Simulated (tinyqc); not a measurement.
## Traps spread exponentially in energy

For traps of total density Nt spread as exp(-E/kB Tc) below the band edge, with l = Tc/T: J = q mu Nc [eps0 eps_r l/(q Nt (l + 1))]^l [(2 l + 1)/(l + 1)]^(l + 1) V^(l + 1)/L^(2 l + 1). It needs trapped charge far above free charge, so only rows below a fifth of the trap-free current (9/8) eps0 eps_r mu V^2/L^3 are listed.

Parameters, values chosen for the exercise: relative permittivity eps_r = 19; mobility mu = 0.02 cm^2/(V s); thickness L = 1400 nm; band density of states Nc = 2.7e20 cm^-3; trap density Nt = 1e17 cm^-3; voltage V = 3.1 V.

Constants: q = 1.602176634e-19 C, eps0 = 8.8541878128e-14 F/cm where lengths are in cm. Results are converted to the units shown.

Results:
```
l	exponent of V	exponent of 1/L	J (A/cm^2)
4	5.000	9.000	0.01128
4.8	5.800	10.60	7.314e-4
5.7	6.700	12.40	3.382e-5
6.5	7.500	14.00	2.205e-6
7.3	8.300	15.60	1.439e-7
9	10.00	19.00	4.373e-10
```

Estimate the missing row, l = 8.2.

Computed row:
```
l	exponent of V	exponent of 1/L	J (A/cm^2)
8.2	9.200	17.40	6.686e-9
```

With this row back in the table: J falls from 0.0113 to 4.37e-10 A/cm^2 at V = 3.1 V, well below q Nt L^2/(2 eps0 eps_r) = 93.3 V, near which the curves for different l come together. A slope above 2 on a log-log plot gives l, and its change with temperature tests the model.

Numbers from tinyqc (`OMP_NUM_THREADS=1 python tinyqc.py 2370127 2370128 out.jsonl`; about 0.01 s on one thread of a shared Intel Xeon 2.30GHz).
